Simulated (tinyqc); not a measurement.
Punch-through p+-n junction, ionisation integral and breakdown: one step of the calculation.

A p+ layer at x < 0 and an n drift layer from x = 0 to L on an n+ substrate. Depletion approximation, built-in voltage neglected. Local ionisation coefficients alpha_n = an exp(-(bn/E)^mx), alpha_p = ap exp(-(bp/E)^mx). Electrons move towards +x, holes towards x = 0.

Question. Field and ionisation coefficients on a grid. W = sqrt(2 eps0 eps_r V/(q N)), peak field E0 = q N W/(eps0 eps_r), falling linearly to 0 at W; if W > L the layer is punched through: W = L, E0 = V/L + q N L/(2 eps0 eps_r), falling linearly to E1 = V/L - q N L/(2 eps0 eps_r). Grid: 11 equal steps from 0 to fr W.

Values chosen for this exercise; material values close to those of silicon: relative permittivity eps_r = 11.8; prefactor of the electron ionisation coefficient an = 6.68e5 1/cm; field constant for electrons bn = 1.24e6 V/cm; prefactor of the hole ionisation coefficient ap = 1.61e6 1/cm; field constant for holes bp = 1.93e6 V/cm; exponent mx = 1; donor density of the drift layer N = 1e16 cm^-3; thickness of the drift layer L = 1 um; reverse voltage V = 25.1 V; share of the depleted width that the grid covers fr = 1.

Constants: q = 1.602176634e-19 C, eps0 = 8.8541878128e-14 F/cm where lengths are in cm. Results are converted to the units shown.

Give: W; x; E; alpha_n; alpha_p.

Answer.

W = 1.000 um

```
point  x (um)  E (kV/cm)  alpha_n (1/cm)  alpha_p (1/cm)
0       0.000      327.7         1.518e4            4455
1       0.091      313.7         1.283e4            3429
2       0.182      299.8         1.068e4            2576
3       0.273      285.9            8727            1882
4       0.364      271.9            6986            1331
5       0.455      258.0            5460           907.1
6       0.545      244.0            4149           591.6
7       0.636      230.1            3050           366.4
8       0.727      216.1            2154           213.3
9       0.818      202.2            1451           115.2
10      0.909      188.3           921.2           56.84
11      1.000      174.3           544.0           25.04
```

Numbers from tinyqc (`OMP_NUM_THREADS=1 python tinyqc.py 2120064 2120065 out.jsonl`; about 0.06 s on one thread of a shared Intel Xeon 2.30GHz).
